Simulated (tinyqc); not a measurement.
Field-effect mobility of a thin-film transistor with band-tail and deep states (multiple trapping). From V_G - V_FB back to equivalent oxide thickness t. Computed by tinyqc, a small Python program. Command: `OMP_NUM_THREADS=1 python tinyqc.py 3025536 3025537 out.jsonl tft inv`. One thread of a shared host (Intel(R) Xeon(R) Processor @ 2.30GHz), about 0.1 s of CPU time with the checks.

A thick film in accumulation at small drain voltage. Only free electrons move; trapped ones still screen the gate. N_c and mu_0 are held fixed when T changes, leaving out the T^(3/2) growth of N_c. x = E_0 - psi is the distance of the Fermi level below the band edge.

Inputs (values chosen for the exercise, modelled on amorphous In2O3): permittivity eps = 9; effective density of states N_c = 4e+18 1/cm^3; band mobility mu_0 = 48 cm^2/(V s); tail density at the edge g_t = 2.2e+19 1/(eV cm^3); tail width E_t = 18 meV; deep-state density g_d = 8.7e+16 1/(eV cm^3); flat-band Fermi level below the edge, E_0 = 0.53 eV; surface band bending psi_s as a fraction of E_0 = 0.77; temperature T = 200 K.

Deep states: included.

Constants: k_B = 8.617333262e-05 eV/K; e = 1.602176634e-19 C; eps_0 = 8.8541878128e-12 F/m.

Method:
- F_j(eta) = int_0^infinity x^j/(1 + exp(x - eta)) dx, without a gamma-function factor.
- Integrals over x = E/(k_B T) use 160 Gauss-Legendre points in u = sqrt(x) from 0 to sqrt(max(eta, 0) + 32).
- Free n(x) = N_c (2/sqrt(pi)) F_1/2(-x/k_B T), with F_1/2 from its two-term series in exp(-x/k_B T) for x >= 12 k_B T; tail n_t(x) = int_0^1.2eV g_t exp(-E/E_t)/(1 + exp((x - E)/k_B T)) dE, E counted down from the edge, 120 Gauss-Legendre points; deep charge g_d psi; space charge rho(psi) = n + n_t + g_d psi less its value at psi = 0.
- Poisson: F(psi) = sqrt((2 e/(eps eps_0)) int_0^psi rho dpsi'); V_G - V_FB = psi_s + eps F(psi_s) t/3.9; free sheet density N_f = int (n - n(E_0))/F dpsi; induced sheet density N_i = eps eps_0 F(psi_s)/e; trapezoid rule on 301 even points in psi, the first interval left out of N_f.
- mu_eff = mu_0 N_f/N_i; field-effect mobility mu_FE = mu_0 e (dN_f/dV_G)/C_ox and swing S = dV_G/dlog10(N_f), by a central difference of +/- 2 mV in psi_s; C_ox = 3.9 eps_0/t.

Problem. A run gave the result below. Find the equivalent oxide thickness t, known to lie between 48 and 88 nm.

V_G - V_FB = 1.197618 V

Solution.

Each step takes the trial c = (a f_b - b f_a)/(f_b - f_a), f being the result less the target and a, b, c the logarithms of the listed values; c replaces end b, the old b replaces a if the sign of f changed, and otherwise f_a is halved.

Scan of the range:
```
equivalent oxide thickness t (nm)  V_G - V_FB (V)
48.0                                      1.01059
53.1                                      1.07461
58.7                                      1.14490
65.0                                      1.22398
71.9                                      1.31059
79.5                                      1.40598
88.0                                      1.51267
```

False position (Illinois rule, in the logarithm of the input) inside the bracket:
```
step    end a    end b    trial  V_G - V_FB (V)
1     58.7000  65.0000  62.8282         1.19672
2     65.0000  62.8282  62.8988         1.19760
3     65.0000  62.8988  62.9011         1.19763
4     62.8988  62.9011  62.9000         1.19762
```

V_G - V_FB rises at every point of a 13-point scan of the range (every second point is shown), so one value fits; it is bracketed by 58.7 and 65.0. The scan shows a straight line, so linear interpolation between any two rows gives the answer at once. Answer: equivalent oxide thickness t = 62.90 nm.
